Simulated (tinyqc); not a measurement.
Decay of LO phonons and the hot-phonon bottleneck in the cooling of electrons: one step, computed by the program tinyqc.

n(E, T) = 1/(exp(E/(k_B T)) - 1) is the Bose occupation. Electrons have a temperature T_e; the LO modes within their reach share one occupation N; the decay products stay at the lattice temperature.

Problem. Electron and phonon temperatures in closed form. Net emission per electron: [(N + 1) x - N]/tau_sp with x = exp(-hbar omega/(k_B T_e)), a simple two-level balance; steady state of the modes: n [(N + 1) x - N]/tau_sp = N_m (N - N_0)/tau; power per electron P = hbar omega [(N + 1) x - N]/tau_sp. With p = P tau_sp/(hbar omega): N = N_0 + r p and x = (p + N)/(N + 1); without hot phonons N = N_0. The mode temperature T_LO solves n(hbar omega, T_LO) = N.

Inputs (values chosen for the exercise, modelled on gallium oxide): LO energy hbar omega = 45.1 meV; lattice temperature T = 250 K; power supplied per electron P = 0.15 nW.

Decay channel: two unequal phonons (Ridley).

emission time tau_sp = 4.563420 fs

equilibrium LO occupation N_0 = 0.1405897

bottleneck ratio r = 5.869356

Constants: e = 1.602176634e-19 C; k_B = 8.617333262e-05 eV/K.

Give: reduced power p; LO occupation N; electron temperature T_e; T_e without hot phonons; mode temperature T_LO.

Solution.

reduced power p = 9.4732e-05

LO occupation N = 0.14115

electron temperature T_e = 250.49 K

T_e without hot phonons = 250.08 K

mode temperature T_LO = 250.41 K

Caution: alpha is above 1/2, so hbar/tau_sp exceeds hbar omega and the emission time, a weak-coupling result, is only rough.
